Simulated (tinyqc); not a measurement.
## Length offset and series resistance from crossing lines

Problem. R_total = Rs + k (L - dL)/Vo with constant Rs, dL and k. Find k, dL and Rs.

R_total at (L, Vo) = (50, 0.31), (100, 0.31), (50, 0.76) and (100, 0.76), L in nm and Vo in V (ohm um): [236.38710, 413.80645, 147.93421, 220.30263]

Answer. At each overdrive R is a straight line in L with slope k/Vo; the two lines cross at L = dL, R = Rs.

k = 1.10 ohm um V/nm
dL = 7.90 nm
Rs = 87.0 ohm um

Numbers from tinyqc (`OMP_NUM_THREADS=1 python tinyqc.py 2282259 2282260 out.jsonl`; about 0.04 s on one thread of a shared Intel Xeon 2.30GHz).
